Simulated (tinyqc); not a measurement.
Equilibrium and kinetic segregation of a solute to boundaries and growing surfaces. From one set of inputs to another, one input at a time. Computed by tinyqc, a small Python program. Command: `OMP_NUM_THREADS=1 python tinyqc.py 3017699 3017700 out.jsonl segreg ladder`. One thread of a shared host (Intel(R) Xeon(R) Processor @ 2.30GHz), about 0.01 s of CPU time with the checks.

The inputs printed are set A. Inputs not listed in the table keep their values of set A, so the rows need not describe a real material.

Inputs (values chosen for the exercise, modelled on phosphorus in polycrystalline silicon):
```
quantity                         value        unit
segregation energy Q             0.456          eV
total solute fraction x0       0.00013           -
temperature T                      850           K
grain size d                       380          nm
boundary thickness delta          0.63          nm
atomic volume Omega              20.02  angstrom^3
clean boundary energy gamma_0     0.57       J/m^2
```

Isotherm: Langmuir-McLean.

Constants: k_B = 8.617333262e-05 eV/K; 1 eV/angstrom^2 = 16.02176634 J/m^2.

Method:
- With theta the solute fraction on boundary sites and x that in the grains, theta/(1 - theta) = [x/(1 - x)] exp[Q/(k_B T)].
- Finite grains: boundary sites are the fraction f = 3 delta/d, and x0 = (1 - f) x + f theta; solve both equations for theta; share at boundaries = f theta/x0.
- Gibbs adsorption for this isotherm in a dilute matrix: gamma = gamma_0 + Gam_0 [k_B T ln(1 - theta)], Gam_0 = delta/Omega sites per area.

Each row keeps all changes above it:
```
input moved                       from       to  coverage theta  fraction x left in the grains  boundary energy gamma (J/m^2)
set A                                -        -        0.018626                     3.7547e-05                        0.56306
total solute fraction x0       0.00013  0.00036        0.051079                     1.0648e-04                        0.55064
grain size d (nm)                  380      470        0.058875                     1.2375e-04                        0.54759
temperature T (K)                  850     1300        0.016895                     2.9324e-04                        0.56038
segregation energy Q (eV)        0.456    0.633        0.046789                     1.7254e-04                        0.54293
boundary thickness delta (nm)     0.63     0.51        0.051796                     1.9201e-04                        0.54568
```

Where does the difference come from?

Coverage theta goes from 0.0186 to 0.0518, a factor 2.78 in all. The largest single move comes from temperature T (a factor 0.287), but it runs against the net change; the largest move in the direction of the net change is segregation energy Q (a factor 2.77). Fraction x left in the grains goes from 3.75e-5 to 1.92e-4, a factor 5.11 in all. The largest single move comes from total solute fraction x0 (a factor 2.84), and segregation energy Q works against it (a factor 0.588). Boundary energy gamma goes from 0.563 to 0.546, a factor 0.969 in all. The largest single move comes from segregation energy Q (a factor 0.969), and temperature T works against it (a factor 1.023). The single moves hold for this order of the switches; the total does not depend on the order.

Extremes, crossings and ranges named in words are read from the listed rows.
